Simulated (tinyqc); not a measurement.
The product rho l across metals: free and nearly free electrons in a metal.

Constants: hbar^2/2m0 = 3.80998211 eV angstrom^2; hbar = 6.58211957e-16 eV s.

Free electrons with m = 1; fcc cells hold 4 atoms and bcc cells 2; n = atoms z/a^3, kF = (3 pi^2 n)^(1/3), rho l = hbar kF/(n e^2), e = 1.602176634e-19 C. Inputs are chosen for the exercise.

Results:
```
case     lattice  a (angstrom)  z  rho (micro-ohm cm)  kF (1/angstrom)  EF (eV)  l (nm)  rho l (1e-16 ohm m^2)
near Au      fcc         4.082  1                2.06            1.203     5.51    40.8                   8.40
near Li      bcc         3.481  1                9.73            1.120     4.78    10.0                   9.70
near Al      fcc         4.081  3                2.49            1.736    11.48    16.2                   4.04
near Na      bcc         4.253  1                4.72            0.916     3.20    30.7                  14.48
near K       bcc         5.253  1                6.68            0.742     2.10    33.1                  22.09
near Ag      fcc         4.086  1                1.72            1.202     5.50    49.0                   8.42
```

What can be read from this table?

rho l falls as n^(-2/3): it is lowest for the case near Al and highest for near K. The lowest bulk rho belongs to near Ag; in very narrow wires, where rho l rules, the order changes. Real Fermi surfaces depart from spheres, most for the polyvalent and noble metals.

tinyqc: `OMP_NUM_THREADS=1 python tinyqc.py 1681677 1681678 out.jsonl`; about 0.01 s, one thread, shared Intel(R) Xeon(R) Processor @ 2.30GHz.
